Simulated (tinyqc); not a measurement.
Comparisons within one model: Shockley-Read-Hall recombination through one deep level. A value that a table varies takes the place of the one given here.

One level at Et with degeneracy 1: tn = 1/(sn vth Nt), tp = 1/(sp_ vth Nt), n1 = Nc exp((Et - Eg)/kT), p1 = Nv exp(-Et/kT), ni^2 = n1 p1. Equilibrium n0 = Nm, p0 = ni^2/Nm; n = n0 + dn, p = p0 + dn. U = (n p - ni^2)/(tp (n + n1) + tn (p + p1)), lifetime dn/U; emission rates en = sn vth n1, ep = sp_ vth p1.

Constants: kB = 8.617333262e-05 eV/K.

Parameters, chosen for this exercise (gap and densities of states near those of Si at this temperature; the results hold for these values, not for the real material):

| symbol | value | unit | meaning |
|---|---|---|---|
| E1 | 0.409 | eV | level (+1/0) above Ev |
| E2 | 0.959 | eV | level (0/-1) above Ev |
| gm | 1 |  | degeneracy of the middle state, the others 1 |
| T | 250 | K |  |
| Eg | 1.138 | eV | gap |
| Nc | 2.13e+19 | 1/cm^3 | conduction-band density of states |
| Nv | 8.36e+18 | 1/cm^3 | valence-band density of states |
| Nd | 9.4e+13 | 1/cm^3 | ionised shallow donors minus acceptors |
| Et | 0.409 | eV | recombination level above Ev |
| Nt | 8.5e+14 | 1/cm^3 | defects |
| sn | 1.7e-14 | cm^2 | electron capture cross-section |
| sp_ | 5e-16 | cm^2 | hole capture cross-section |
| vth | 25000000 | cm/s | thermal velocity, both carriers |
| Nm | 3.1e+16 | 1/cm^3 | equilibrium electrons for the lifetime steps |
| dn | 1.2e+12 | 1/cm^3 | excess pairs |

## Charge state against the Fermi level (deep level with several charge states)

Energies from Ev. The defect has charge states +1, 0, -1 with weights 1, gm exp((EF - E1)/kT), exp((2 EF - E1 - E2)/kT); the shares are the weights over their sum. Boltzmann carriers: n = Nc exp((EF - Eg)/kT), p = Nv exp(-EF/kT). Neutrality: p - n + Nd + Nt <q> = 0.

Shares:

| EF (eV) | +1 | 0 | -1 | <q> |
|---|---|---|---|---|
| 0.068 | 1.000 | 0.000 | 0.000 | 1.000 |
| 0.159 | 1.000 | 0.000 | 0.000 | 1.000 |
| 0.250 | 0.999 | 0.001 | 0.000 | 0.999 |
| 0.341 | 0.959 | 0.041 | 0.000 | 0.959 |
| 0.432 | 0.256 | 0.744 | 0.000 | 0.256 |
| 0.523 | 0.005 | 0.995 | 0.000 | 0.005 |
| 0.615 | 0.000 | 1.000 | 0.000 | 0.000 |
| 0.706 | 0.000 | 1.000 | 0.000 | 0.000 |
| 0.797 | 0.000 | 0.999 | 0.001 | -0.001 |
| 0.888 | 0.000 | 0.964 | 0.036 | -0.036 |
| 0.979 | 0.000 | 0.283 | 0.717 | -0.717 |
| 1.070 | 0.000 | 0.006 | 0.994 | -0.994 |

Where the levels are several kT apart the middle state rules between about E1 - kT ln gm = 0.409 and E2 + kT ln gm = 0.959 eV; its largest share listed is 1.000. Each step spreads from 10 % to 90 % over 4.4 kT = 0.095 eV.

## Defects against doping (deep level with several charge states)

Nt takes the listed multiples of |Nd|; the resistivity uses mobilities of 1000 (electrons) and 300 (holes) cm^2/(V s), chosen for the exercise, and e = 1.602176634e-19 C.

Neutral state:

| Nt/\|Nd\| | EF (eV) | n (1/cm^3) | p (1/cm^3) | rho (ohm cm) |
|---|---|---|---|---|
| 0.01 | 0.8723 | 9.40e+13 | 21.7 | 66.4 |
| 0.10 | 0.8723 | 9.38e+13 | 21.7 | 66.5 |
| 0.30 | 0.8722 | 9.35e+13 | 21.8 | 66.7 |
| 0.60 | 0.8721 | 9.30e+13 | 21.9 | 67.1 |
| 0.90 | 0.8720 | 9.25e+13 | 22.0 | 67.5 |
| 1.10 | 0.8719 | 9.22e+13 | 22.1 | 67.7 |
| 1.50 | 0.8718 | 9.16e+13 | 22.3 | 68.2 |
| 3.00 | 0.8712 | 8.93e+13 | 22.8 | 69.9 |
| 10.00 | 0.8688 | 7.99e+13 | 25.5 | 78.1 |

EF moves by less than 10 meV: at this EF the defects are neutral on average, so they neither give nor take carriers.

## Lifetime against injection

Recombination:

| dn (1/cm^3) | lifetime (microsecond) | U (1/(cm^3 s)) |
|---|---|---|
| 1.0e+11 | 0.09412 | 1.06e+18 |
| 1.0e+12 | 0.09412 | 1.06e+19 |
| 1.0e+13 | 0.09412 | 1.06e+20 |
| 1.0e+14 | 0.09413 | 1.06e+21 |
| 1.0e+15 | 0.09420 | 1.06e+22 |
| 1.0e+16 | 0.09479 | 1.05e+23 |
| 1.0e+17 | 0.09623 | 1.04e+24 |
| 1.0e+18 | 0.09680 | 1.03e+25 |

The lifetime rises from 0.09412 to 0.0968 microsecond; tn + tp = 0.09689. At low injection it is tp (1 + n1/n0) + tn p1/n0 with n1/Nm = 1.4e-12 and p1/Nm = 1.5e-06: re-emission is negligible, so minority capture alone counts. Auger and radiative paths are left out; they cut in at the highest injections, and in a doped direct-gap crystal the radiative one counts at all injections. dn = dp neglects trapped charge, which matters where the traps hold a charge comparable with dn, at low injection and with very unequal cross sections.

## Where a level does most harm

Et takes the values listed; G = Nt en ep/(en + ep) in a depleted region; the lifetime is for dn = 1e11 1/cm^3.

Results:

| Et (eV) | lifetime (microsecond) | G (1/(cm^3 s)) |
|---|---|---|
| 0.068 | 0.126 | 2.07e+06 |
| 0.159 | 0.0946 | 1.41e+08 |
| 0.250 | 0.0941 | 9.66e+09 |
| 0.341 | 0.0941 | 6.60e+11 |
| 0.432 | 0.0941 | 4.51e+13 |
| 0.523 | 0.0941 | 1.39e+15 |
| 0.615 | 0.0941 | 3.55e+13 |
| 0.706 | 0.0941 | 5.20e+11 |
| 0.797 | 0.0941 | 7.62e+09 |
| 0.888 | 0.0947 | 1.11e+08 |
| 0.979 | 0.134 | 1.63e+06 |
| 1.070 | 2.85 | 2.39e+04 |

Generation peaks where en = ep, at Eg/2 + (kT/2) ln(sp_ Nv/(sn Nc)) = 0.521 eV; the largest value listed is at 0.523 eV, and G falls by a decade for each 0.050 eV away from the peak. The lifetime is within a factor 2 of its minimum, 0.0941 microsecond, from 0.068 to 0.979 eV: recombination tolerates a wide range of Et, generation a narrow one.

## What moves lifetime and leakage

G = Nt en ep/(en + ep). Each row changes one parameter from the base and keeps the others.

Results:

| case | lifetime (microsecond) | G (1/(cm^3 s)) |
|---|---|---|
| base | 0.09412 | 1.55e+13 |
| Et = 0.449 eV | 0.09412 | 9.91e+13 |
| sn = 3.4e-14 cm^2 | 0.09412 | 3.10e+13 |
| sp_ = 1e-15 cm^2 | 0.04706 | 1.55e+13 |
| Nt = 4.25e+14 1/cm^3 | 0.1882 | 7.75e+12 |
| Nm = 9.3e+16 1/cm^3 | 0.09412 | 1.55e+13 |
| dn = 3.6e+12 1/cm^3 | 0.09412 | 1.55e+13 |

The largest shifts from the base row, up to three for each result and ties (the steps differ in size, so this ranks the rows, not the parameters). lifetime (microsecond): Nt +0.0941, sp_ -0.0471; unchanged at the printed digits by Et, sn, Nm and dn. G (1/(cm^3 s)): Et +8.36e+13, sn +1.55e+13, Nt -7.75e+12; unchanged at the printed digits by sp_, Nm and dn.

(tinyqc, `OMP_NUM_THREADS=1 python tinyqc.py 1682607 1682608 out.jsonl`, Intel(R) Xeon(R) Processor @ 2.30GHz, 1 thread, shared host, about 0.01 s.)
